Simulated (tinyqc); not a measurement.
Inside a calculation. Method: Hubbard chain of 2 sites. Computed by tinyqc, a small Python program that keeps every step. Settings: hopping = 0.64, U = 11.0, mixing = 0.5, iteration cap = 60. Command: `OMP_NUM_THREADS=1 python tinyqc.py 22098 22099 out.jsonl` (the two numbers bound the seeds that draw the settings). One thread of a shared host (Intel(R) Xeon(R) Processor @ 2.60GHz), about 0.2 s of CPU time with the checks. Later iterations appear only in the table of the cycle.

## Mean-field iteration 1

one-body matrix (hopping and site energies) (eV):
```
          1         2
1   0.00000  -0.64000
2  -0.64000   0.00000
```

U = 11.00000 eV

electrons, up and down: 1  1

mixing = 0.50000

n(up) at the start (a guess, not normalised): 1 0.95000, 2 0.05000

n(down) at the start (a guess): 1 0.05000, 2 0.95000

H(up) = T + U n(down), H(down) = T + U n(up); fill the lowest levels; n(new) = n + mixing (n(out) - n); E = tr T (rho up + rho down) + U sum n_up n_down of the output.

levels, up (eV): 0.50880  10.49120

levels, down (eV): 0.50880  10.49120

energy = -0.07370 eV

n(up) after iteration 1: 1 0.97294, 2 0.02706

n(down) after iteration 1: 1 0.02706, 2 0.97294

## Mean-field iteration 2

As before.

levels, up (eV): 0.25848  10.74152

levels, down (eV): 0.25848  10.74152

energy = -0.07429 eV

n(up) after iteration 2: 1 0.98460, 2 0.01540

n(down) after iteration 2: 1 0.01540, 2 0.98460

## Mean-field iteration 3

As before.

levels, up (eV): 0.13114  10.86886

levels, down (eV): 0.13114  10.86886

energy = -0.07443 eV

n(up) after iteration 3: 1 0.99052, 2 0.00948

n(down) after iteration 3: 1 0.00948, 2 0.99052

## Convergence

Each step fills the lowest levels of T + U n(other spin) and sets n(new) = n + mixing (n(out) - n); stop when output and input agree to 1e-8.

Course of the cycle:
```
iteration      E (eV)  largest |n(out) - n(in)|  mean |n_up - n_down|
1          -0.0736988                  4.59e-02               0.99175
2          -0.0742916                  2.33e-02               0.99252
3          -0.0744283                  1.18e-02               0.99287
4          -0.0744616                  6.00e-03               0.99304
5          -0.0744699                  3.04e-03               0.99312
6          -0.0744720                  1.54e-03               0.99316
7          -0.0744725                  7.82e-04               0.99319
8          -0.0744727                  3.96e-04               0.99320
9          -0.0744727                  2.01e-04               0.99320
10         -0.0744727                  1.02e-04               0.99320
11         -0.0744727                  5.16e-05               0.99321
...               ...                       ...                   ...
14         -0.0744727                  6.71e-06               0.99321
15         -0.0744727                  3.40e-06               0.99321
16         -0.0744727                  1.72e-06               0.99321
17         -0.0744727                  8.73e-07               0.99321
18         -0.0744727                  4.43e-07               0.99321
19         -0.0744727                  2.24e-07               0.99321
20         -0.0744727                  1.14e-07               0.99321
21         -0.0744727                  5.76e-08               0.99321
22         -0.0744727                  2.92e-08               0.99321
23         -0.0744727                  1.48e-08               0.99321
24         -0.0744727                  7.50e-09               0.99321
```

local moments n_up - n_down: 1 0.99321, 2 -0.99321

Converged in 24 iterations. Before convergence this energy mixes input and output and is not variational, so it may rise towards its limit.

## The many-body Hamiltonian

Basis: all placements (u, d, 2, 0 on each site), up operators ordered before down ones; hops carry the sign of the same-spin electrons passed.

H (eV):
```
          20        ud        du        02
20  11.00000  -0.64000  -0.64000   0.00000
ud  -0.64000   0.00000   0.00000  -0.64000
du  -0.64000   0.00000   0.00000  -0.64000
02   0.00000  -0.64000  -0.64000  11.00000
```

## Exact diagonalisation (4 states)

Lowest levels of the sector, and the double occupancy of the lowest state.

lowest levels (eV): -0.14698  0.00000  11.00000  11.14698

double occupancy per site = 0.00651

The mean-field solution above lies 0.0725 eV above the exact energy.
